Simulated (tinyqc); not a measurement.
Worked calculation: FCI on RHF in the 6-31g basis, for H3+, spin multiplicity 1. One step of it, computed by the program tinyqc.

Problem. FCI: determinants and Hamiltonian. Slater-Condon rules over spin orbitals, with the nuclear repulsion added and E(HF) subtracted on the diagonal. Only determinants linked to the reference directly or through others are kept (one block of an abelian symmetry group), so some states are absent.

one-electron integrals over orbitals h = C^T H C (hartree):
```
           1          2          3          4          5          6
1  -1.732521   0.000000  -0.095398   0.100330   0.000000   0.078735
2   0.000000  -1.190474   0.000000   0.000000   0.196731   0.000000
3  -0.095398   0.000000  -0.688821   0.006094   0.000000   0.230948
4   0.100330   0.000000   0.006094  -0.403257   0.000000  -0.014864
5   0.000000   0.196731   0.000000   0.000000  -0.252539   0.000000
6   0.078735   0.000000   0.230948  -0.014864   0.000000  -0.084038
```

Two-electron integrals over orbitals (pq|rs), unique and non-zero (hartree):
```
(11|11) 0.639712    (21|21) 0.121258    (22|11) 0.480279    (22|22) 0.460998
(31|11) 0.095398    (31|22) 0.012100    (31|31) 0.049647    (32|21) -0.069586
(32|32) 0.078991    (33|11) 0.377956    (33|22) 0.359201    (33|31) 0.011564
(33|33) 0.337279    (41|11) -0.100330   (41|22) -0.071937   (41|31) -0.018651
(41|33) -0.038943   (41|41) 0.059130    (42|21) -0.055695   (42|32) 0.025643
(42|42) 0.042279    (43|11) -0.012372   (43|22) 0.009624    (43|31) -0.013079
(43|33) 0.000746    (43|41) 0.006663    (43|43) 0.009470    (44|11) 0.482546
(44|22) 0.403476    (44|31) 0.047207    (44|33) 0.321045    (44|41) -0.047711
(44|43) 0.001620    (44|44) 0.421779    (51|21) -0.074682   (51|32) 0.024120
(51|42) 0.048756    (51|51) 0.063748    (52|11) -0.135707   (52|22) -0.109945
(52|31) -0.016847   (52|33) -0.035537   (52|41) 0.056411    (52|43) -0.005119
(52|44) -0.091420   (52|52) 0.089805    (53|21) -0.028196   (53|32) 0.043791
(53|42) 0.000357    (53|51) -0.000211   (53|53) 0.041791    (54|21) 0.093965
(54|32) -0.050118   (54|42) -0.049487   (54|51) -0.064973   (54|53) -0.016733
(54|54) 0.083518    (55|11) 0.454033    (55|22) 0.434936    (55|31) 0.013115
(55|33) 0.337864    (55|41) -0.076926   (55|43) 0.007451    (55|44) 0.389259
(55|52) -0.114507   (55|55) 0.433007    (61|11) -0.078735   (61|22) 0.026662
(61|31) -0.062680   (61|33) -0.017033   (61|41) 0.014989    (61|43) 0.025795
(61|44) -0.018300   (61|52) -0.020633   (61|55) 0.031565    (61|61) 0.115480
(62|21) 0.080700    (62|32) -0.038774   (62|42) -0.049181   (62|51) -0.060793
(62|53) 0.001522    (62|54) 0.070823    (62|62) 0.073614    (63|11) -0.146814
(63|22) -0.072931   (63|31) -0.044495   (63|33) -0.038230   (63|41) 0.042380
(63|43) 0.009616    (63|44) -0.085905   (63|52) 0.049958    (63|55) -0.063850
(63|61) 0.048353    (63|63) 0.068052    (64|11) 0.014926    (64|22) -0.046686
(64|31) 0.035798    (64|33) -0.005210   (64|41) 0.010890    (64|43) -0.017290
(64|44) -0.004330   (64|52) 0.036832    (64|55) -0.054440   (64|61) -0.075695
(64|63) -0.018415   (64|64) 0.062167    (65|21) -0.103906   (65|32) 0.070251
(65|42) 0.060011    (65|51) 0.070592    (65|53) 0.026150    (65|54) -0.091530
(65|62) -0.080871   (65|65) 0.114560    (66|11) 0.624237    (66|22) 0.478022
(66|31) 0.089685    (66|33) 0.384869    (66|41) -0.126182   (66|43) -0.016976
(66|44) 0.469196    (66|52) -0.142430   (66|55) 0.463347    (66|61) -0.087925
(66|63) -0.153952   (66|64) 0.013828    (66|66) 0.659923
```

nuclear repulsion = 1.60551338 hartree

Hartree-Fock energy = -1.21981755 hartree

Give: determinants; H - E(HF) between determinants.

Solution.

Occupation strings over the orbitals (2 doubly, a alpha, b beta, 0 empty; spin orbitals ordered 1a 1b 2a 2b ...): 200000 a0b000 a00b00 a0000b b0a000 b00a00 b0000a 020000 0a00b0 002000 00ab00 00a00b 00ba00 000200 000a0b 0b00a0 000020 00b00a 000b0a 000002

H - E(HF) between determinants (hartree):
```
         200000   a0b000   a00b00   a0000b   b0a000   b00a00   b0000a   020000
200000   0.0000   0.0000   0.0000   0.0000   0.0000   0.0000   0.0000   0.1213
a0b000   0.0000   0.7819  -0.0063   0.0841  -0.0496   0.0187   0.0627  -0.0696
a00b00   0.0000  -0.0063   1.1721   0.0001   0.0187  -0.0591  -0.0150  -0.0557
a0000b   0.0000   0.0841   0.0001   1.6330   0.0627  -0.0150  -0.1155   0.0807
b0a000   0.0000  -0.0496   0.0187   0.0627   0.7819  -0.0063   0.0841   0.0696
b00a00   0.0000   0.0187  -0.0591  -0.0150  -0.0063   1.1721   0.0001   0.0557
b0000a   0.0000   0.0627  -0.0150  -0.1155   0.0841   0.0001   1.6330  -0.0807
020000   0.1213  -0.0696  -0.0557   0.0807   0.0696   0.0557  -0.0807   0.9054
0a00b0  -0.0747  -0.0282   0.0940  -0.1039  -0.0241  -0.0488   0.0608   0.0868
002000   0.0496  -0.0838  -0.0131  -0.0445   0.0838   0.0131   0.0445   0.0790
00ab00  -0.0187  -0.0131  -0.0482   0.0358  -0.0614  -0.0067  -0.0424   0.0256
00a00b  -0.0627  -0.0445   0.0358  -0.0057  -0.0617  -0.0258  -0.0484  -0.0388
00ba00   0.0187  -0.0614  -0.0067  -0.0424  -0.0131  -0.0482   0.0358  -0.0256
000200   0.0591   0.0067   0.0526   0.0109  -0.0067  -0.0526  -0.0109   0.0423
000a0b   0.0150   0.0424   0.0109  -0.0259  -0.0258  -0.0604   0.0757  -0.0492
0b00a0   0.0747  -0.0241  -0.0488   0.0608  -0.0282   0.0940  -0.1039  -0.0868
000020   0.0637  -0.0002  -0.0650   0.0706   0.0002   0.0650  -0.0706   0.0898
00b00a   0.0627  -0.0617  -0.0258  -0.0484  -0.0445   0.0358  -0.0057   0.0388
000b0a  -0.0150  -0.0258  -0.0604   0.0757   0.0424   0.0109  -0.0259   0.0492
000002   0.1155   0.0484  -0.0757  -0.0092  -0.0484   0.0757   0.0092   0.0736

         0a00b0   002000   00ab00   00a00b   00ba00   000200   000a0b   0b00a0
200000  -0.0747   0.0496  -0.0187  -0.0627   0.0187   0.0591   0.0150   0.0747
a0b000  -0.0282  -0.0838  -0.0131  -0.0445  -0.0614   0.0067   0.0424  -0.0241
a00b00   0.0940  -0.0131  -0.0482   0.0358  -0.0067   0.0526   0.0109  -0.0488
a0000b  -0.1039  -0.0445   0.0358  -0.0057  -0.0424   0.0109  -0.0259   0.0608
b0a000  -0.0241   0.0838  -0.0614  -0.0617  -0.0131  -0.0067  -0.0258  -0.0282
b00a00  -0.0488   0.0131  -0.0067  -0.0258  -0.0482  -0.0526  -0.0604   0.0940
b0000a   0.0608   0.0445  -0.0424  -0.0484   0.0358  -0.0109   0.0757  -0.1039
020000   0.0868   0.0790   0.0256  -0.0388  -0.0256   0.0423  -0.0492  -0.0868
0a00b0   1.8173   0.0438  -0.0501   0.0703  -0.0004  -0.0495   0.0600  -0.0898
002000   0.0438   1.7850   0.0068   0.1927  -0.0068   0.0095   0.0096  -0.0438
00ab00  -0.0501   0.0068   2.0543  -0.0201  -0.0095   0.0077  -0.0173  -0.0004
00a00b   0.0703   0.1927  -0.0201   2.4373  -0.0096  -0.0173  -0.0109  -0.0015
00ba00  -0.0004  -0.0068  -0.0095  -0.0096   2.0543  -0.0077  -0.1450  -0.0501
000200  -0.0495   0.0095   0.0077  -0.0173  -0.0077   2.4406  -0.0192   0.0495
000a0b   0.0600   0.0096  -0.0173  -0.0109  -0.1450  -0.0192   2.8072  -0.0708
0b00a0  -0.0898  -0.0438  -0.0004  -0.0015  -0.0501   0.0495  -0.0708   1.8173
000020   0.0822   0.0418  -0.0167   0.0261   0.0167   0.0835  -0.0915  -0.0822
00b00a  -0.0015  -0.1927  -0.0096  -0.0681  -0.0201   0.0173   0.0184   0.0703
000b0a  -0.0708  -0.0096  -0.1450   0.0184  -0.0173   0.0192  -0.0622   0.0600
000002  -0.0809   0.0681  -0.0184   0.0770   0.0184   0.0622  -0.0010   0.0809

         000020   00b00a   000b0a   000002
200000   0.0637   0.0627  -0.0150   0.1155
a0b000  -0.0002  -0.0617  -0.0258   0.0484
a00b00  -0.0650  -0.0258  -0.0604  -0.0757
a0000b   0.0706  -0.0484   0.0757  -0.0092
b0a000   0.0002  -0.0445   0.0424  -0.0484
b00a00   0.0650   0.0358   0.0109   0.0757
b0000a  -0.0706  -0.0057  -0.0259   0.0092
020000   0.0898   0.0388   0.0492   0.0736
0a00b0   0.0822  -0.0015  -0.0708  -0.0809
002000   0.0418  -0.1927  -0.0096   0.0681
00ab00  -0.0167  -0.0096  -0.1450  -0.0184
00a00b   0.0261  -0.0681   0.0184   0.0770
00ba00   0.0167  -0.0201  -0.0173   0.0184
000200   0.0835   0.0173   0.0192   0.0622
000a0b  -0.0915   0.0184  -0.0622  -0.0010
0b00a0  -0.0822   0.0703   0.0600   0.0809
000020   2.7533  -0.0261   0.0915   0.1146
00b00a  -0.0261   2.4373  -0.0109  -0.0770
000b0a   0.0915  -0.0109   2.8072   0.0010
000002   0.1146  -0.0770   0.0010   3.3172
```
